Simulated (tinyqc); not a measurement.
Worked calculation: tight-binding t2g bands of a cubic perovskite. Values are carried at full precision from step to step, so a last printed digit may differ when a step is redone from the rounded ones.

Orbitals yz, zx, xy (X, Y, Z below) times spin. E_xy = Dt + 2t (2 - cos x - cos y) + 2 td (1 - cos z) + 4 t2 (1 - cos x cos y) with x = kx a and so on; yz and zx follow by cyclic change, without Dt. Spin-orbit term -(Dso/3) L.sigma + Dso/3 with (L_k)_ij = -i epsilon_kij in X, Y, Z: for Dt = 0 the quartet lies at 0 and the doublet at Dso.

Constants: hbar^2/2m0 = 3.80998211 eV angstrom^2.

Values chosen for the exercise (of the size met in SrTiO3 and KTaO3; shifted at random, so the results belong to these values and not to a real crystal): t = 0.424 eV (strong hopping); td = 0.035 eV (weak hopping); t2 = 0.082 eV (diagonal hopping in the plane of the orbital); Dt = 0.016 eV (shift of xy (tetragonal field or confinement)); k = (0.14, 0.07, 0) 2 pi/a (wave vector); Dso = 0.042 eV (spin-orbit splitting at Gamma); a = 3.993 angstrom (lattice constant).

## Orbital energies

Evaluate the three bands without spin-orbit coupling.

energies (eV): yz 0.1373, zx 0.4331, xy 0.5430

## The Hamiltonian

Add the spin-orbit term; + and - are the spin along z.

H(k) (eV), lower triangle (Hermitian):
```
,yz+,zx+,xy+,yz-,zx-,xy-
yz+,0.1513
zx+,-0.0140i,0.4471
xy+,0,0,0.5570
yz-,0,0,0.0140,0.1513
zx-,0,0,0.0140i,0.0140i,0.4471
xy-,-0.0140,-0.0140i,0,0,0,0.5570
```

## Levels and orbital weights

Diagonalise; the levels are twofold; weights summed over spin and averaged over the pair.

levels (eV): 0.1502  0.4458  0.5593

weights:
```
,pair 1,pair 2,pair 3
yz,0.997,0.002,0.001
zx,0.002,0.981,0.016
xy,0.001,0.017,0.982
```

The lowest pair is 100 % yz.

## Light and heavy masses without spin-orbit coupling

Along an axis in the plane of the orbital m/m0 = c/((t + 2 t2) a^2), and normal to it c/(td a^2); c = hbar^2/2m0.

masses (m0): light 0.406, heavy 6.827

ratio heavy/light = 16.80

## Levels at Gamma

At k = 0 the j_z = 3/2 pair stays at 0, and the other two pairs are E = (Dso + Dt)/2 -/+ sqrt((Dso + Dt)^2/4 - 2 Dso Dt/3).

levels at Gamma (eV): 0.0000  0.0092  0.0488

## Checks

- Levels at Gamma from the formula against the matrix: they agree to 1e-10 or better.

tinyqc: `OMP_NUM_THREADS=1 python tinyqc.py 1452097 1452098 out.jsonl`; about 0.01 s, one thread, shared Intel(R) Xeon(R) Processor @ 2.30GHz.
